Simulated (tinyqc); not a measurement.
Thermal stress, cracking, delamination and buckling of a thin film; Griffith cracks and misfitting inclusions: one step, computed by the program tinyqc. Command: `OMP_NUM_THREADS=1 python tinyqc.py 3004704 3004705 out.jsonl filmcrack walk`. One thread of a shared host (Intel(R) Xeon(R) Processor @ 2.30GHz), about 0.01 s of CPU time with the checks.

Isotropic linear elasticity; the substrate is much thicker than the film; stress is positive in tension.

Question. Stress in the film. Thermal strain = (alpha_f - alpha_s)(T_d - T); stress = E/(1 - nu) x strain + intrinsic stress; plane-strain modulus Ebar = E/(1 - nu^2); G0 = stress^2 h/(2 Ebar) is the energy freed per area when a long strip loses its stress across its width.

Inputs (values chosen for the exercise, modelled on a porous low-k oxide on silicon):
```
quantity                     value        unit
film Young's modulus E        8.18         GPa
film Poisson ratio nu         0.26           -
film expansion alpha_f        12.6      1e-6/K
substrate expansion alpha_s    3.3      1e-6/K
deposition temperature T_d     475           K
final temperature T            300           K
intrinsic stress                12         MPa
film thickness h              0.48  micrometre
```

Give: thermal strain; film stress; Ebar; G0.

Answer.

thermal strain = 0.001628

film stress = 29.99 MPa

Ebar = 8.773 GPa

G0 = 0.02461 J/m^2

The film ends in tension; the thermal part is 18 MPa.
